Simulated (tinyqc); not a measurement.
Abrupt p-n junction, non-linear Poisson equation by Newton steps: one step of the calculation.

One dimension, p side on the left, n side on the right; net doping C = -Na for x < 0 and +Nd for x > 0. The potential psi is counted from the intrinsic level, and the quasi-Fermi potentials are flat: 0 for holes and -V for electrons, so n = ni exp((psi + V)/Vt) and p = ni exp(-psi/Vt) (Boltzmann statistics, full ionisation, no current). Under reverse bias this makes the minority densities vanishingly small everywhere; they play no part in the charge.

Problem. Converged densities, field and charge. n and p as above; field E_i = -(psi_(i+1) - psi_i)/h_i on each interval; charge on either side of the peak Q = eps0 eps_r |E|max (Gauss).

Values chosen for this exercise; band and dielectric values close to those of silicon:
```
symbol  value  unit                                meaning
T         250     K                            temperature
eps_r    11.5                        relative permittivity
V        -2.7     V  bias of the p side against the n side
```

Constants: q = 1.602176634e-19 C, kB = 1.380649e-23 J/K, Vt = kB T/q, eps0 = 8.8541878128e-14 F/cm where lengths are in cm. Results are converted to the units shown.

x, node 0 to 12 (nm): [-29.3, -20.4, -13.1, -7.03, -2.05, 2.05, 8.77, 19.8, 37.8, 67.3, 116, 195, 325]
converged psi, node 0 to 12 (V): [-0.5221718, -0.5219769, -0.5194712, -0.4963241, -0.3926298, -0.2254506, 0.0399794, 0.4525432, 1.0641457, 1.9011303, 2.8334355, 3.1552620, 3.1591201]
net doping C, node 0 to 12 (cm^-3): [-2.8e18, -2.8e18, -2.8e18, -2.8e18, -2.8e18, 1.5e17, 1.5e17, 1.5e17, 1.5e17, 1.5e17, 1.5e17, 1.5e17, 1.5e17]
ni = 8.3298559e7 cm^-3

Wanted: n; p; field E; peak |E|; charge Q.

Solution.

n, node 0 to 12 (cm^-3): [9.215e-58, 9.299e-58, 1.045e-57, 3.059e-57, 3.767e-55, 8.834e-52, 1.981e-46, 4.111e-38, 8.775e-26, 6.548e-9, 4.079e10, 1.254e17, 1.500e17]
p, node 0 to 12 (cm^-3): [2.800e18, 2.775e18, 2.470e18, 8.435e17, 6.850e15, 2.921e12, 1.302e7, 0.06277, 2.940e-14, 3.940e-31, 6.325e-50, 2.058e-56, 1.720e-56]
field E, interval 0 to 11 (kV/cm): [-0.2, -3.4, -38.1, -208.2, -407.8, -395.0, -374.0, -339.8, -283.7, -191.4, -40.7, -0.3]
peak |E| = 407.8 kV/cm
charge Q = 415.2 nC/cm^2

Computed by the program tinyqc: `OMP_NUM_THREADS=1 python tinyqc.py 2000124 2000125 out.jsonl`, one thread of a shared Intel Xeon 2.30GHz, about 0.03 s for the whole run.
